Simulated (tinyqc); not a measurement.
A chain with uneven site energies and dephasing by Buettiker voltage probes: one step of the calculation.

Sites 1 to 3 form a chain with hopping -t. Lead L joins site 1 and lead R site 3, both semi-infinite chains with hopping -t and site energy 0. Every site carries a probe with self-energy -i Gamma_p/2 that draws no net current. Linear response at zero temperature: mu_L = 1, mu_R = 0 in units of the bias.

Question. Green function. Sigma = t^2 g(E), g(x) = (x - i sqrt(4 t^2 - x^2))/(2 t^2) for |x| < 2 t and (x - sign(x) sqrt(x^2 - 4 t^2))/(2 t^2) otherwise; Gamma = -2 Im Sigma; G = (E - H - Sigma_L - Sigma_R + i Gamma_p/2)^(-1).

Parameters, values chosen for the exercise: hopping (matrix element -t) t = 1.6 eV; site energies 1 to N U = [-0.23, 0.11, -0.15] eV; Fermi energy E = -2.54 eV; probe broadening Gamma_p gp = 1.6 eV.

Find: Sigma; Gamma; G.

Answer.

Sigma = -1.270-0.973i eV
Gamma = 1.946 eV

G (1/eV):
```
	1	2	3
1	-0.0580-0.4064i	0.1369-0.1999i	0.1847+0.0068i
2	0.1369-0.1999i	-0.1326-0.2817i	0.1277-0.2003i
3	0.1847+0.0068i	0.1277-0.2003i	-0.0734-0.4024i
```

Computed by the program tinyqc: `OMP_NUM_THREADS=1 python tinyqc.py 2700116 2700117 out.jsonl`, one thread of a shared Intel Xeon 2.30GHz, about 0.01 s for the whole run.
